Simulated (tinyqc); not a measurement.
CCD on RHF in the sto-6g basis, for H4, spin multiplicity 1, step by step. Computed by tinyqc, a small Python program that keeps every step (integrals from PySCF). Settings: charge = 0, multiplicity = 1, basis = sto-6g, method = RHF, energy threshold = 1e-10, iteration cap = 56, orthogonalisation = symmetric, start = atomic densities, DIIS depth = 6, amplitude equations = CCD, DIIS depth for amplitudes = 0, cap on updates = 58. Command: `OMP_NUM_THREADS=1 python tinyqc.py 20824 20825 out.jsonl` (the two numbers bound the seeds that draw the settings). One thread of a shared host (Intel(R) Xeon(R) Processor @ 2.60GHz), about 0.1 s of CPU time with the checks. The early iterations of the SCF are left out here.

## One-electron integrals

Geometry (angstrom):
```
atom        x        y        z
H     0.00000  0.00000  0.00000
H     0.00000  0.00000  0.75700
H     0.00000  1.01900  0.00000
H     0.00000  1.01900  0.75700
```

Basis sto-6g: exponents (1/bohr^2) and contraction coefficients of normalised primitives:
```
element  l (shell)  exponent  coefficient
H            s (1)  35.52322      0.00916
H            s (1)   6.51314      0.04936
H            s (1)   1.82214      0.16854
H            s (1)   0.62596      0.37056
H            s (1)   0.24308      0.41649
H            s (1)   0.10011      0.13033
```

Overlap, kinetic and nuclear-attraction integrals over the contracted functions; the nuclear repulsion is the sum of Za Zb / Rab.

nuclear repulsion = 3.2704461 hartree

overlap S:
```
         1H 1s    2H 1s    3H 1s    4H 1s
1H 1s  1.00000  0.64863  0.48564  0.35360
2H 1s  0.64863  1.00000  0.35360  0.48564
3H 1s  0.48564  0.35360  1.00000  0.64863
4H 1s  0.35360  0.48564  0.64863  1.00000
```

kinetic energy T (hartree):
```
         1H 1s    2H 1s    3H 1s    4H 1s
1H 1s  0.76852  0.22499  0.10504  0.04021
2H 1s  0.22499  0.76852  0.04021  0.10504
3H 1s  0.10504  0.04021  0.76852  0.22499
4H 1s  0.04021  0.10504  0.22499  0.76852
```

nuclear attraction V (hartree):
```
          1H 1s     2H 1s     3H 1s     4H 1s
1H 1s  -2.79979  -1.77645  -1.29566  -0.96122
2H 1s  -1.77645  -2.79979  -0.96122  -1.29566
3H 1s  -1.29566  -0.96122  -2.79979  -1.77645
4H 1s  -0.96122  -1.29566  -1.77645  -2.79979
```

core Hamiltonian H = T + V (hartree):
```
          1H 1s     2H 1s     3H 1s     4H 1s
1H 1s  -2.03127  -1.55146  -1.19062  -0.92101
2H 1s  -1.55146  -2.03127  -0.92101  -1.19062
3H 1s  -1.19062  -0.92101  -2.03127  -1.55146
4H 1s  -0.92101  -1.19062  -1.55146  -2.03127
```

## Two-electron integrals

Functions are numbered as in S; the eight-fold symmetry (ij|kl) = (ji|kl) = (kl|ij) leaves the list below.

Two-electron integrals (ij|kl) in chemists' order, unique and non-zero (hartree):
```
(11|11) 0.77500   (21|11) 0.43476   (21|21) 0.28615   (22|11) 0.56361
(22|21) 0.43476   (22|22) 0.77500   (31|11) 0.30080   (31|21) 0.17633
(31|22) 0.23807   (31|31) 0.15023   (32|11) 0.19678   (32|21) 0.13174
(32|22) 0.20289   (32|31) 0.10001   (32|32) 0.07488   (33|11) 0.47189
(33|21) 0.28734   (33|22) 0.39935   (33|31) 0.30080   (33|32) 0.20289
(33|33) 0.77500   (41|11) 0.20289   (41|21) 0.13174   (41|22) 0.19678
(41|31) 0.10001   (41|32) 0.07432   (41|33) 0.19678   (41|41) 0.07488
(42|11) 0.23807   (42|21) 0.17633   (42|22) 0.30080   (42|31) 0.11982
(42|32) 0.10001   (42|33) 0.23807   (42|41) 0.10001   (42|42) 0.15023
(43|11) 0.28734   (43|21) 0.19032   (43|22) 0.28734   (43|31) 0.17633
(43|32) 0.13174   (43|33) 0.43476   (43|41) 0.13174   (43|42) 0.17633
(43|43) 0.28615   (44|11) 0.39935   (44|21) 0.28734   (44|22) 0.47189
(44|31) 0.23807   (44|32) 0.19678   (44|33) 0.56361   (44|41) 0.20289
(44|42) 0.30080   (44|43) 0.43476   (44|44) 0.77500
```

## Orthogonalisation

S = U s U^T; symmetric (Loewdin) form X = U s^(-1/2) U^T, so that X^T S X = 1.

eigenvalues of S: 0.21933  0.48341  0.80939  2.48787

X:
```
          1H 1s     2H 1s     3H 1s     4H 1s
1H 1s   1.32977  -0.45701  -0.29363   0.05487
2H 1s  -0.45701   1.32977   0.05487  -0.29363
3H 1s  -0.29363   0.05487   1.32977  -0.45701
4H 1s   0.05487  -0.29363  -0.45701   1.32977
```

## Starting guess

The start is atomic minimal-basis densities projected into this basis (PySCF's MINAO start) and scaled to the electron count of each spin; this density is not idempotent, so its energy is not variational and may lie below the converged one.

D at the start:
```
         1H 1s    2H 1s    3H 1s    4H 1s
1H 1s  0.90194  0.08122  0.07457  0.02592
2H 1s  0.08122  0.90194  0.02592  0.07457
3H 1s  0.07457  0.02592  0.90194  0.08122
4H 1s  0.02592  0.07457  0.08122  0.90194
```

## Iteration 3 (converged): orbitals

converged F (hartree):
```
          1H 1s     2H 1s     3H 1s     4H 1s
1H 1s  -0.44799  -0.65796  -0.43601  -0.41458
2H 1s  -0.65796  -0.44799  -0.41458  -0.43601
3H 1s  -0.43601  -0.41458  -0.44799  -0.65796
4H 1s  -0.41458  -0.43601  -0.65796  -0.44799
```

Diagonalise F' = X^T F X, C = X C', fill 2 alpha and 2 beta electrons from the bottom; D = 2 C_occ C_occ^T. Each column has its largest component positive (the first on a tie).

F' = X^T F X (hartree):
```
          1         2         3         4
1   0.08580  -0.63676  -0.28400   0.04853
2  -0.63676   0.08580   0.04853  -0.28400
3  -0.28400   0.04853   0.08580  -0.63676
4   0.04853  -0.28400  -0.63676   0.08580
```

orbital energies (hartree): MO1 -0.78644, MO2 -0.31549, MO3 0.39003, MO4 1.05509

coefficients C:
```
           MO1       MO2       MO3       MO4
1H 1s  0.31700   0.55576   0.71914   1.06764
2H 1s  0.31700   0.55576  -0.71914  -1.06764
3H 1s  0.31700  -0.55576   0.71914  -1.06764
4H 1s  0.31700  -0.55576  -0.71914   1.06764
```

D after iteration 3:
```
          1H 1s     2H 1s     3H 1s     4H 1s
1H 1s   0.81872   0.81872  -0.41677  -0.41677
2H 1s   0.81872   0.81872  -0.41677  -0.41677
3H 1s  -0.41677  -0.41677   0.81872   0.81872
4H 1s  -0.41677  -0.41677   0.81872   0.81872
```

## Convergence

Stop when the energy changes by less than 1e-10 hartree and every element of the error matrix X^T (F D S - S D F) X is below 3e-06.

Course of the cycle:
```
iteration  E (hartree)    change  largest element of the error matrix
1           -1.9680821         -                             8.65e-16
2           -1.9378753  3.02e-02                             8.42e-16
3           -1.9378753  8.88e-16                             8.39e-16
```

PySCF RHF in the same basis = -1.9378753 hartree

Converged in 3 iterations.

## Populations, bond orders and dipole

Mulliken: Z minus the diagonal of D S on the atom; Loewdin: the same with S^(1/2) D S^(1/2); Mayer order: 2 sum_s sum (D(s) S)_ij (D(s) S)_ji over the two atoms.

Charges (e):
```
atom  Mulliken  Loewdin
1H           0        0
2H           0        0
3H     0.00000        0
4H           0        0
```

Mayer bond orders:
```
pair    order
2-1   1.00000
3-1         0
3-2         0
4-1         0
4-2         0
4-3   1.00000
```

dipole moment about the origin, x y z (debye): 0.00000  0.00000  0.00000

## Integrals over molecular orbitals

(pq|rs) = sum C_ip C_jq C_kr C_ls (ij|kl), one index at a time.

one-electron integrals over orbitals h = C^T H C (hartree):
```
          1         2         3         4
1  -2.28885   0.00000   0.00000   0.00000
2   0.00000  -1.81754   0.00000   0.00000
3   0.00000   0.00000  -1.55028   0.00000
4   0.00000   0.00000   0.00000  -0.95838
```

Two-electron integrals over orbitals (pq|rs), unique and non-zero (hartree):
```
(11|11) 0.56178   (21|21) 0.15503   (22|11) 0.54784   (22|22) 0.56141
(31|31) 0.12382   (32|32) 0.07380   (33|11) 0.54050   (33|22) 0.52847
(33|33) 0.54868   (41|32) 0.07452   (41|41) 0.07534   (42|31) 0.12071
(42|42) 0.13215   (43|21) 0.14918   (43|43) 0.16353   (44|11) 0.55130
(44|22) 0.55918   (44|33) 0.55637   (44|44) 0.58581
```

## CCD: starting amplitudes

t_ij^ab = <ij||ab> / (e_i + e_j - e_a - e_b), whose energy is MP2.

Starting amplitudes (spin orbitals 1a, 1b, ...; amplitudes related by a flip of all spins are not repeated):
```
from      to         t
1a 1b  3a 3b  -0.05262
2a 2b  3a 3b  -0.05230
2a 2b  4a 4b  -0.04821
1a 2b  3a 4b  -0.04739
1a 2b  3b 4a   0.02926
1a 1b  4a 4b  -0.02045
1a 2a  3a 4a  -0.01813
```

correlation energy = -0.0357638 hartree

## CCD: amplitude update 1

t_ij^ab D_ij^ab are set to the remaining terms of the spin-orbital equations, evaluated with the old amplitudes; for the doubles these are <ij||ab> + 1/2 <ab||ef> t_ij^ef + 1/2 <mn||ij> t_mn^ab + P(ij)P(ab) <mb||ej> t_im^ae + terms in t^2, D the orbital-energy denominators.

Amplitudes after update 1 (spin orbitals 1a, 1b, ...; amplitudes related by a flip of all spins are not repeated):
```
from      to         t
2a 2b  3a 3b  -0.08675
1a 1b  3a 3b  -0.06833
1a 2b  3a 4b  -0.06221
2a 2b  4a 4b  -0.06070
1a 2b  3b 4a   0.04286
1a 1b  4a 4b  -0.02683
1a 2a  3a 4a  -0.01935
```

correlation energy = -0.0480987 hartree

## CCD: amplitude update 2

As before.

Amplitudes after update 2 (spin orbitals 1a, 1b, ...; amplitudes related by a flip of all spins are not repeated):
```
from      to         t
2a 2b  3a 3b  -0.10784
1a 1b  3a 3b  -0.07265
1a 2b  3a 4b  -0.06761
2a 2b  4a 4b  -0.06355
1a 2b  3b 4a   0.04864
1a 1b  4a 4b  -0.02893
1a 2a  3a 4a  -0.01897
```

correlation energy = -0.0528549 hartree

## CCD: convergence

E_corr = 1/4 sum <ij||ab> t_ij^ab; stop when the norm of the change is below 1e-8.

Course of the amplitude iterations:
```
update  correlation energy (hartree)  norm of the change
0                         -0.0357638                   -
1                         -0.0480987            9.88e-02
2                         -0.0528549            4.90e-02
3                         -0.0549087            2.73e-02
4                         -0.0558839            1.63e-02
5                         -0.0563843            1.01e-02
6                         -0.0566578            6.40e-03
7                         -0.0568150            4.11e-03
8                         -0.0569089            2.66e-03
9                         -0.0569667            1.73e-03
10                        -0.0570029            1.12e-03
11                        -0.0570259            7.33e-04
12                        -0.0570407            4.78e-04
13                        -0.0570503            3.12e-04
...                              ...                 ...
25                        -0.0570679            1.88e-06
26                        -0.0570680            1.23e-06
27                        -0.0570680            8.03e-07
28                        -0.0570680            5.24e-07
29                        -0.0570680            3.42e-07
30                        -0.0570680            2.24e-07
31                        -0.0570680            1.46e-07
32                        -0.0570680            9.54e-08
33                        -0.0570680            6.23e-08
34                        -0.0570680            4.07e-08
35                        -0.0570680            2.66e-08
36                        -0.0570680            1.74e-08
37                        -0.0570680            1.14e-08
38                        -0.0570680            7.41e-09
```

Converged amplitudes (spin orbitals 1a, 1b, ...; amplitudes related by a flip of all spins are not repeated):
```
from      to         t
2a 2b  3a 3b  -0.14176
1a 2b  3a 4b  -0.07304
1a 1b  3a 3b  -0.07095
2a 2b  4a 4b  -0.06142
1a 2b  3b 4a   0.05259
1a 1b  4a 4b  -0.03112
1a 2a  3a 4a  -0.02045
```

CCD total energy = -1.9949433 hartree

Converged in 38 updates.
